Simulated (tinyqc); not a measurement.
What each parameter does: ellipsoidal valleys in the axes of a wafer and a channel.

Valleys with axes a along x, y and z, one whole valley each; inverse mass tensor w = 1/mt + (1/ml - 1/mt) a a. Device axes: z = nz/|nz|, x = nx/|nx|, y = z cross x; in them a = (ax, ay, az). Confinement mass mz = 1/w_zz. In the plane w_ij is replaced by u_ij = w_ij - w_iz w_jz/w_zz (i, j = x, y); density-of-states mass md = 1/sqrt(det u); conductivity mass along x mc = 1/u_xx; ballistic transport mass mx = u_yy/det u, width mass my = 1/u_yy.

Hard walls: E_n = c (n pi/t)^2/mz, c = hbar^2/2m0, n = 1, 2, 3. Non-degenerate share of a valley proportional to md sum_n exp(-E_n/kT); mean 1/mc = sum of share/mc. 1 nm = 10 angstrom.

Constants: hbar^2/2m0 = 3.80998211 eV angstrom^2; kB = 8.617333262e-05 eV/K.

Parameters, chosen for this exercise (near those of the X valleys of AlAs; shifted at random, so the results belong to these values and not to a real crystal): ml = 1.058 m0 (longitudinal mass); mt = 0.201 m0 (transverse mass); nz = (1, 1, 2) (surface normal (confinement)); nx = (1, 1, -1) (channel direction); t = 4.3 nm (thickness of the film); T = 77 K (temperature).

Lowest E1, its share and the mean conductivity mass.

One parameter was then changed.

Results before and after:

| case | lowest E1 (meV) | share | mean mc (m0) |
|---|---|---|---|
| base | 46.54 | 0.9943 | 0.4848 |
| changed | 46.54 | 0.9971 | 0.4857 |

Which of these changes was made? (a) ml = 0.952 m0; (b) t = 3.87 nm; (c) T = 69.3 K; (d) mt = 0.221 m0.
Answer: (c) T = 69.3 K. Of the candidates, run in turn, only this one gives the changed row.

All candidates:

| case | lowest E1 (meV) | share | mean mc (m0) |
|---|---|---|---|
| base | 46.54 | 0.9943 | 0.4848 |
| ml = 0.952 m0 | 47.97 | 0.9934 | 0.4497 |
| mt = 0.221 m0 | 43.49 | 0.9889 | 0.4968 |
| t = 3.87 nm | 57.46 | 0.9987 | 0.4862 |
| T = 69.3 K | 46.54 | 0.9971 | 0.4857 |

tinyqc: `OMP_NUM_THREADS=1 python tinyqc.py 1850462 1850463 out.jsonl`; about 0.01 s, one thread, shared Intel(R) Xeon(R) Processor @ 2.30GHz.
